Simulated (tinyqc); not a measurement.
Worked calculation: plasmons of a degenerate electron gas in the random-phase approximation. Values are carried at full precision from step to step, so a last printed digit may differ when a step is redone from the rounded ones.

Zero temperature, parabolic band: kF = (3 pi^2 n)^(1/3), EF = c kF^2/m, Ep^2 = 8 pi c e2 n/(m eb), qTF^2 = 6 pi e2 n/(eb EF), c = hbar^2/2m0, e2 = e^2/(4 pi eps0), n in 1/angstrom^3 (1e-24 per 1/cm^3).

Constants: hbar^2/2m0 = 3.80998211 eV angstrom^2; e^2/(4 pi eps0) = 14.39964547 eV angstrom; a0 (Bohr radius) = 0.5291772105 angstrom.

Values chosen for the exercise (a free-electron density near that of Na; the results hold for these values, not for the real material): n = 2.59e+22 1/cm^3 (electron density); m = 1 m0 (mass); eb = 1 (background dielectric constant); q = 0.354 1/angstrom (wave vector); E = 1.43 eV (energy transfer); qp = 0.368 1/angstrom (wave vector of the plasmon).

## Scales of the gas

Also rs = (3/(4 pi n))^(1/3) m/(a0 eb).

kF = 0.91532 1/angstrom
EF = 3.1921 eV
Ep = 5.9760 eV
qTF = 1.4840 1/angstrom
hbar vF = 6.9747 eV angstrom
rs = 3.962

Ep/EF = 1.872. With rs above 1 exchange and correlation, left out here, lower the dispersion noticeably.

## The dielectric function at one point

Lindhard function: eps(q, E)/eb = 1 + (qTF/q)^2 (f1 + i f2) with z = q/(2 kF), u = E/(hbar vF q), hbar vF = 2 c kF/m; f1 = 1/2 + [h(z - u) + h(z + u)]/(8 z), h(x) = (1 - x^2) ln|(x + 1)/(x - 1)|; f2 = pi u/2 for z + u < 1, (pi/(8 z))(1 - (z - u)^2) for |z - u| < 1 < z + u, else 0. Pairs exist for c (q^2 - 2 q kF)/m < E < c (q^2 + 2 q kF)/m.

Give also the loss function Im(-eb/eps).

z, u: 0.1934  0.5792

f1, f2: 0.5874  0.9098

eps/eb = 11.323+15.988i
loss function = 0.042

The point lies inside the pair continuum, so eps has an imaginary part.

## The plasmon at one wave vector

Solve f1 (qTF/q)^2 = -1 above the continuum, and compare with E^2 = Ep^2 + (3/5)(hbar vF q)^2 + (c q^2/m)^2.

top of the continuum = 3.083 eV
plasmon energy = 6.329 eV
short formula = 6.319 eV

The plasmon lies 3.246 eV above the continuum and 5.9 % above Ep; the short formula errs by -0.15 %.

## Where Landau damping starts

Find qc at which the plasmon meets the top of the continuum, eps(qc, c (qc^2 + 2 qc kF)/m) = 0, and compare with Ep/(hbar vF).

qc = 0.8623 1/angstrom
qc/kF = 0.942
energy there = 8.847 eV
Ep/(hbar vF) = 0.8568 1/angstrom

The simple estimate is 0.994 times qc.

## Checks

- F-sum of the loss function at q = 1.3 qc over (pi/2) Ep^2 against 1: both 1.00.
- f1 at E = 0 and z = 0.6 against the static Lindhard function: both 0.86968.

Computed by tinyqc, a small Python program: `OMP_NUM_THREADS=1 python tinyqc.py 1652475 1652476 out.jsonl` (the numbers bound the seed that draws the inputs); one thread of a shared host (Intel(R) Xeon(R) Processor @ 2.30GHz), about 0.01 s for the whole set of steps.
